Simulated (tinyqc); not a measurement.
# Quantum point contact as a saddle point with Zeeman splitting: effects of single changes

Potential V0 - m wx^2 x^2/2 + m wy^2 y^2/2; energies are counted from V0. Mode n = 0, 1, ... transmits T_n(E) = 1/(1 + exp(-2 pi (E - E_n)/wx)), E_n = wy (n + 1/2) +/- Ez/2 for the two spins, Ez = gs muB B, muB = q hbar/(2 m0); each spin carries q^2/h.

Inputs (values chosen for the exercise): temperature T = 0.3 K; transverse quantum hbar wy wy = 5.9 meV; curvature of the barrier hbar wx wx = 5.6 meV; Fermi level above the saddle point mu = 7.33 meV; size of the g factor gs = 4; in-plane magnetic field B = 8 T.

Constants: q = 1.602176634e-19 C, kB = 1.380649e-23 J/K, hbar = 1.054571817e-34 J s, m0 = 9.1093837015e-31 kg, Vt = kB T/q. Results are converted to the units shown.

Each table varies one quantity; the others keep the values above.

## Conductance steps

g(T) = int g(E) (-df/dE) dE = int g(mu + x kB T) dx/(4 cosh^2(x/2)), g(E) the zero-temperature value at E, g = G/(2 q^2/h).

Results:
```
mu (meV),g at T = 0,g(T),dg/dmu (1/meV)
0,0.05324,0.05330,0.05477
1.05,0.1459,0.1460,0.1275
2.11,0.3235,0.3235,0.2005
3.16,0.5481,0.5481,0.2186
5.27,0.9281,0.9281,0.1237
6.32,1.047,1.047,0.1160
7.38,1.197,1.197,0.1738
8.43,1.408,1.408,0.2178
9.48,1.638,1.638,0.2133
10.54,1.839,1.839,0.1598
11.59,1.977,1.977,0.1112
12.64,2.099,2.099,0.1343
13.7,2.276,2.276,0.1975
14.75,2.500,2.500,0.2213
```

Estimate the missing row, mu = 4.21 meV.

Computed row:
```
mu (meV),g at T = 0,g(T),dg/dmu (1/meV)
4.21,0.7653,0.7652,0.1859
```

With this row back in the table: g rises from 0.0533 to 2.50. The slope is smallest, 0.111 per meV, at mu = 11.59 meV (g = 1.98) and largest, 0.221, at 14.75 meV among the rows after the first. A riser is wx/(2 pi) = 0.891 meV wide by tunnelling and kB T = 0.0259 meV by heat, against the spacing wy = 5.9 meV and Ez = 1.85 meV.

## Spin splitting of the first step

Same model as above.

Spin splitting of the first step:
```
B (T),Ez (meV),g at mu = wy/2,dg/dmu there (1/meV)
0,0,0.5013,0.2818
2.3,0.5325,0.5014,0.2757
4.6,1.065,0.5016,0.2585
6.9,1.598,0.5019,0.2330
9.1,2.107,0.5024,0.2042
11.4,2.640,0.5031,0.1728
13.7,3.172,0.5040,0.1431
16,3.705,0.5054,0.1169
```

Read the table: what changes, and by how much?

At the middle of the first riser g stays near 1/2, while the slope falls from 0.282 to 0.117 1/meV. It keeps more than a fifth of its zero-field value, so the plateau at q^2/h is not yet flat.

## Differential conductance at finite bias

Same model as above.

With the bias V split evenly and the saddle held fixed, dI/dV = [g(mu + V/2) + g(mu - V/2)]/2, each thermally averaged.

Results:
```
V (mV),g(mu + V/2),g(mu - V/2),dI/dV
0,1.189,1.189,1.189
1.18,1.300,1.099,1.199
2.36,1.425,1.028,1.226
3.54,1.555,0.9624,1.259
4.72,1.682,0.8888,1.285
5.9,1.796,0.7960,1.296
7.08,1.889,0.6827,1.286
8.26,1.962,0.5568,1.260
10.62,2.099,0.3057,1.202
11.8,2.189,0.2003,1.195
12.98,2.300,0.1211,1.210
```

Estimate the missing row, V = 9.44 mV.

Computed row:
```
V (mV),g(mu + V/2),g(mu - V/2),dI/dV
9.44,2.028,0.4281,1.228
```

With this row back in the table: dI/dV moves up and down between 1.19 and 1.30 in units of 2 q^2/h. Right-movers gain modes (1.19 to 2.30) while left-movers lose them (1.19 to 0.121).

Range of the model: Orbital effects of the in-plane field and interactions (such as the 0.7 feature) are left out.

tinyqc, about 0.04 s, one thread, Intel Xeon 2.30GHz (shared host): `OMP_NUM_THREADS=1 python tinyqc.py 2740035 2740036 out.jsonl`
